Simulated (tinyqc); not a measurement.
## Scattering mobility, thermal velocity and mass from two apparent mobilities

Question. 1/mu_app = 1/mu_0 + 1/mu_B with the ballistic mobility mu_B = vT L/(2 Vt) and vT = sqrt(2 kB T/(pi m)) (non-degenerate carriers); the mean free path is 2 Vt mu_0/vT. Find mu_0, vT, m and the mean free path.

Values chosen for this exercise:
- T = 273 K (temperature)

Constants: q = 1.602176634e-19 C, kB = 1.380649e-23 J/K, m0 = 9.1093837015e-31 kg, Vt = kB T/q. Results are converted to the units shown.

apparent mobility at L = 40 and 100 nm (cm^2/(V s)): 556.83436  914.62315

Solution. 1/mu_app is linear in 1/L: the slope is 2 Vt/vT and the intercept 1/mu_0.

mu_0 = 1600 cm^2/(V s)
vT = 1.005e7 cm/s
m = 0.2610 m0
mean free path = 74.94 nm

tinyqc, about 0.01 s, one thread, Intel Xeon 2.30GHz (shared host): `OMP_NUM_THREADS=1 python tinyqc.py 2380149 2380150 out.jsonl`
